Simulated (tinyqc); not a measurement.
# Worked calculation: lossy interposer transmission line with skin effect

Program tinyqc, `OMP_NUM_THREADS=1 python tinyqc.py 2810135 2810136 out.jsonl`; Intel Xeon 2.30GHz, shared host, one thread, about 0.01 s. Printed values are rounded.

A uniform line in a homogeneous dielectric: c = sqrt(er)/(c0 Z0), l = Z0 sqrt(er)/c0 (c0 = 299792458 m/s), g = w c td, w = 2 pi f. The resistance joins its limits as r = sqrt(r_dc^2 + r_hf^2), with r_dc = rho/(wd th), r_hf = kr rho/(2 delta (wd + th)), delta = sqrt(rho/(pi f mu0)), mu0 = 4 pi 1e-7 H/m; this is an interpolation, and internal inductance, up to 0.05 nH/mm at low frequency, is neglected.

Inputs (values chosen for the exercise):

| symbol | value | unit | meaning |
|---|---|---|---|
| wd | 2.3 | um | width of the strip |
| th | 0.54 | um | thickness of the strip |
| rho | 2 | uohm cm | resistivity |
| er | 3 |  | relative permittivity |
| td | 0.005 |  | loss tangent |
| Z0 | 75 | ohm | lossless impedance sqrt(l/c) |
| kr | 1.5 |  | factor for crowding and the return path |
| len | 16 | mm | length |
| Rg | 50 | ohm | source resistance |
| RL | 100 | ohm | load resistance |
| CL | 300 | fF | load capacitance |
| f | 1.5 | GHz | frequency |

## Line constants

delta, r_dc, r_hf, r, l, c and g as defined.

delta = 1.83776 um
r_dc = 16.1031 ohm/mm
r_hf = 2.87398 ohm/mm
r = 16.3575 ohm/mm
l = 0.433312 nH/mm
c = 77.0333 pF/m
g = 0.00363011 S/m

r is 1.02 times r_dc; the skin depth is 3.40 of the thickness.

## Propagation constant and impedance

gamma = sqrt((r + i w l)(g + i w c)) = alpha + i beta, Zc = sqrt((r + i w l)/(g + i w c)), roots with positive real part; loss 8.685889638 alpha in dB; phase velocity w/beta.

gamma len = 1.09311+1.39238i
Zc = 120.331-93.499i ohm
loss = 0.593412 dB/mm
phase velocity over c0 = 0.361255
r/(w l) = 4.00539

r exceeds w l, so the line behaves mainly as an RC line at this frequency.

## Reflection, input impedance and transfer

ZL = 1/(1/RL + i w CL); reflection (ZL - Zc)/(ZL + Zc); Zin = Zc (ZL + Zc tanh(gamma len))/(Zc + ZL tanh(gamma len)); H = V_load/V_source = [Zin/(Zin + Rg)]/[cosh(gamma len) + (Zc/ZL) sinh(gamma len)].

ZL = 92.5974-26.1813i ohm
reflection at the load = -0.234016+0.184618i
Zin = 126.183-102.267i ohm
H = 0.054366-0.196669i
|H| = -13.8055 dB
